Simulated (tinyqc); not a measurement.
Electrons shared among three sets of ellipsoidal valleys: sweeps and comparisons. A value that a table varies takes the place of the one given here.

F_j(eta) = (1/Gamma(j + 1)) integral_0^infinity x^j dx/(1 + exp(x - eta)), which tends to exp(eta) for eta << 0.

Sets Gamma, L, X: N_i = M_i times N = 2 (m kB T/(4 pi c))^(3/2) with c = hbar^2/2m0, in 1/angstrom^3; times 1e24 for 1/cm^3, m = (ml mt^2)^(1/3); n = sum_i N_i F_1/2((EF - dE_i)/kT), energies from the edge of the first set; mu_drift = sum of share times mobility.

Constants: hbar^2/2m0 = 3.80998211 eV angstrom^2; kB = 8.617333262e-05 eV/K.

Parameters, chosen for this exercise (masses and offsets near those of GaAs; mobilities are free inputs, held fixed; the results hold for these values, not for the real material):

| symbol | value | unit | meaning |
|---|---|---|---|
| dE | (0, 0.268, 0.531) | eV | edges of Gamma, L, X above the first |
| M | (1, 4, 3) |  | valleys in each set |
| ml | (0.066, 1.913, 1.344) | m0 | longitudinal masses of Gamma, L, X |
| mt | (0.066, 0.0749, 0.2263) | m0 | transverse masses |
| mu | (9300, 1000, 300) | cm^2/(V s) | mobility of each set |
| n | 2e+16 | 1/cm^3 | total electron density |
| T | 300 | K |  |

## Transfer between valleys with temperature

Offsets, masses and mobilities are held fixed; n is fixed too, so the high values of T stand for hot electrons, not for the lattice.

Populations:

| T (K) | EF (eV) | share Gamma | share L | share X | mu_drift |
|---|---|---|---|---|---|
| 77 | -0.0059 | 1.0000 | 0.0000 | 0.0000 | 9300 |
| 150 | -0.0255 | 1.0000 | 0.0000 | 0.0000 | 9300 |
| 300 | -0.0786 | 0.9992 | 0.0008 | 0.0000 | 9294 |
| 450 | -0.1427 | 0.9760 | 0.0240 | 0.0001 | 9100 |
| 600 | -0.2183 | 0.8777 | 0.1209 | 0.0014 | 8284 |
| 900 | -0.4113 | 0.5488 | 0.4241 | 0.0271 | 5536 |
| 1200 | -0.6483 | 0.3221 | 0.5899 | 0.0881 | 3612 |
| 2000 | -1.3820 | 0.1206 | 0.6224 | 0.2570 | 1821 |

How do the results move?

The share of Gamma goes from 1.000 to 0.121 and the mean mobility from 9300 to 1821 cm^2/(V s). Gamma and L hold equal numbers between T = 900 and 1200 K. The share of X is at most 0.26.

## Transfer between valleys with doping

Parabolic valleys; band tails and gap narrowing are left out.

Populations:

| n (1/cm^3) | EF (eV) | share Gamma | share L | share X | mu_drift |
|---|---|---|---|---|---|
| 1.0e+16 | -0.0968 | 0.9992 | 0.0008 | 0.0000 | 9294 |
| 1.0e+17 | -0.0353 | 0.9992 | 0.0008 | 0.0000 | 9293 |
| 1.0e+18 | 0.0428 | 0.9983 | 0.0017 | 0.0000 | 9286 |
| 3.0e+18 | 0.1091 | 0.9926 | 0.0074 | 0.0000 | 9238 |
| 1.0e+19 | 0.2233 | 0.8261 | 0.1739 | 0.0000 | 7857 |
| 3.0e+19 | 0.2964 | 0.4181 | 0.5818 | 0.0001 | 4470 |
| 1.0e+20 | 0.3863 | 0.1859 | 0.8133 | 0.0007 | 2543 |

How do the results move?

The share of Gamma goes from 0.999 to 0.186 and the mean mobility from 9294 to 2543 cm^2/(V s). Gamma and L hold equal numbers between n = 1e+19 and 3e+19 1/cm^3. Where EF lies more than about 0.2 eV up a light valley, its parabolic form fails. The share of X is at most 0.00073.

## Moving the second set by strain or alloying

The second entry of dE is replaced by the values listed; a negative value puts that set lowest.

Populations:

| offset (eV) | EF (eV) | share Gamma | share L | share X | mu_drift |
|---|---|---|---|---|---|
| -0.100 | -0.2617 | 0.0009 | 0.9991 | 0.0000 | 1007 |
| -0.050 | -0.2118 | 0.0059 | 0.9941 | 0.0000 | 1049 |
| 0.000 | -0.1627 | 0.0393 | 0.9607 | 0.0000 | 1326 |
| 0.025 | -0.1393 | 0.0971 | 0.9029 | 0.0000 | 1806 |
| 0.050 | -0.1181 | 0.2201 | 0.7799 | 0.0000 | 2827 |
| 0.100 | -0.0895 | 0.6595 | 0.3405 | 0.0000 | 6474 |
| 0.150 | -0.0805 | 0.9303 | 0.0697 | 0.0000 | 8721 |
| 0.200 | -0.0789 | 0.9893 | 0.0107 | 0.0000 | 9211 |
| 0.300 | -0.0786 | 0.9998 | 0.0002 | 0.0000 | 9298 |

How do the results move?

The share of Gamma goes from 0.001 to 1.000 and the mean mobility from 1007 to 9298 cm^2/(V s). Gamma and L hold equal numbers between offset = 0.05 and 0.1 eV. The share of X is at most 5.7e-08. With Boltzmann statistics the first two sets are equal at kT ln(N_2/N_1) = 0.0826 eV.

## What moves the populations

All else solved anew. Each row changes one parameter from the base and keeps the others.

Results:

| case | EF (eV) | share Gamma | share L | share X | mu_drift (cm^2/(V s)) |
|---|---|---|---|---|---|
| base | -0.0786 | 0.9992 | 0.0008 | 0.0000 | 9294 |
| T = 350 K | -0.0989 | 0.9966 | 0.0034 | 0.0000 | 9272 |
| n = 6e+16 1/cm^3 | -0.0494 | 0.9992 | 0.0008 | 0.0000 | 9293 |
| dE = (0, 0.2144, 0.531) eV | -0.0788 | 0.9938 | 0.0062 | 0.0000 | 9249 |
| mt = (0.066, 0.0899, 0.2263) m0 | -0.0786 | 0.9991 | 0.0009 | 0.0000 | 9292 |
| ml = (0.066, 2.2956, 1.344) m0 | -0.0786 | 0.9991 | 0.0009 | 0.0000 | 9293 |
| mu = (11160, 1000, 300) cm^2/(V s) | -0.0786 | 0.9992 | 0.0008 | 0.0000 | 11152 |

How do the results move?

The largest shifts from the base row, up to three for each result and ties (the steps differ in size, so this ranks the rows, not the parameters). EF (eV): n +0.0293, T -0.0203, dE -0.0001; unchanged at the printed digits by mt, ml and mu. share Gamma: dE -0.0054, T -0.0026, mt -0.0002; unchanged at the printed digits by n and mu. share L: dE +0.0054, T +0.0026, mt +0.0002; unchanged at the printed digits by n and mu. share X: unchanged at the printed digits by T, n, dE, mt, ml and mu. mu_drift (cm^2/(V s)): mu +1859, dE -45, T -22.

Program tinyqc; command `OMP_NUM_THREADS=1 python tinyqc.py 1681045 1681046 out.jsonl`; about 0.02 s on one thread of a shared Intel(R) Xeon(R) Processor @ 2.30GHz.
